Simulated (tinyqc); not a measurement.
# AlGaN/GaN HEMT with access regions, lumped model: effect of the gate length

A polarisation-induced electron sheet under a Schottky gate, in series with two ungated access regions and contacts. Drift law v = mu E/(1 + mu E/vs) under the gate. Currents in mA/mm, resistances in ohm mm. No self-heating, no channel-length modulation; fits for polarisation, barrier and offset are chosen for the exercise.

sigma = (5e13 x + 1.6e13 x^2) cm^-2, phiB = 0.84 + 1.3 x, dEc = 0.7 (1.71 x + x^2) in volts, Cb = eps0 eps_r/d, VT = phiB - dEc - q sigma/Cb, access density n0 = -Cb VT/q. Access resistance R(L, n) = L/(q mu n sqrt(1 - (I/(q n vs))^2)); Rs = Rc + R(Ls, n0), Rd = Rc + R(Ld, (1 - ft) n0). Vg' = Vg - I Rs, Vd' = Vd - I (Rs + Rd); with u = Vg' - VT, Vc = vs Lg/mu and w the smaller of Vd' and Vc [sqrt(1 + 2 u/Vc) - 1] (0 if negative), the channel gives (mu Cb/Lg)(u w - w^2/2)/(1 + w/Vc). I equals that channel current. Isat is I at Vd = 10 V, gm = dIsat/dVg, Ron the limit of Vd/I at small Vd.

Values chosen for this exercise; values close to those of AlGaN/GaN structures: aluminium share of the barrier x = 0.29; barrier thickness d = 30 nm; relative permittivity of barrier and channel eps_r = 9.3; channel mobility mu = 1200 cm^2/(V s); saturation velocity vs = 1.2e7 cm/s; source access length Ls = 1.5 um; drain access length Ld = 2 um; resistance of each contact Rc = 0.25 ohm mm; share of the drain-access electrons removed by traps ft = 0; gate voltage Vg = 0 V.

Constants: q = 1.602176634e-19 C, eps0 = 8.8541878128e-14 F/cm where lengths are in cm. Results are converted to the units shown.

The same in every row: VT (V) = -8.438; n0 (cm^-2) = 1.446e13.

Result of one run:
```
Lg (um),Ron (ohm mm),Isat (mA/mm),gm (mS/mm)
0.16,1.817,1785,206.1
```

What becomes of these results when the gate length Lg is changed from 0.16 to 1.7 um, all else the same?

Result of the changed run:
```
Lg (um),Ron (ohm mm),Isat (mA/mm),gm (mS/mm)
1.7,2.371,1247,182.5
```

The whole series:
```
Lg (um),Ron (ohm mm),Isat (mA/mm),gm (mS/mm)
0.05,1.777,1906,204.7
0.09,1.792,1853,205.7
0.16,1.817,1785,206.1
0.29,1.864,1692,205.0
0.52,1.946,1575,201.7
0.93,2.094,1430,194.7
1.7,2.371,1247,182.5
3,2.839,1050,165.3
```

As Lg goes from 0.05 to 3 um, Ron rises from 1.78 to 2.84 ohm mm, Isat falls from 1910 to 1050 mA/mm and gm goes from 205 through a maximum of 206 (at Lg = 0.16 um among the rows listed) to 165 mS/mm. The ceiling Cb vs is 329 mS/mm. In every row the power passes 5 W/mm, where self-heating, left out here, lowers the current.

Numbers from tinyqc (`OMP_NUM_THREADS=1 python tinyqc.py 2570078 2570079 out.jsonl`; about 0.03 s on one thread of a shared Intel Xeon 2.30GHz).
